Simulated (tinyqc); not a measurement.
Permittivity and interface capacitance from two thicknesses.

Inverse problem. 1/C = t/(eps0 ek) + 2/ci for planar capacitors that differ only in thickness. Find ek, ci and the EOT of the interfaces, 2 x 3.9 eps0/ci.

Constants: eps0 = 8.8541878128e-14 F/cm where lengths are in cm. Results are converted to the units shown.

C at t = 7.8 and 23 nm (uF/cm^2): 8.9411228  3.0684695

Answer. 1/C is a straight line in t: the slope gives ek and the intercept 2/ci. A single thickness would give only the effective permittivity; when the interfaces are a small part of 1/C, ci needs very accurate data.

ek = 80.20
ci = 1000 uF/cm^2
EOT of the interfaces = 0.006906 nm

Program tinyqc, `OMP_NUM_THREADS=1 python tinyqc.py 2102022 2102023 out.jsonl`; Intel Xeon 2.30GHz, shared host, one thread, about 0.01 s.
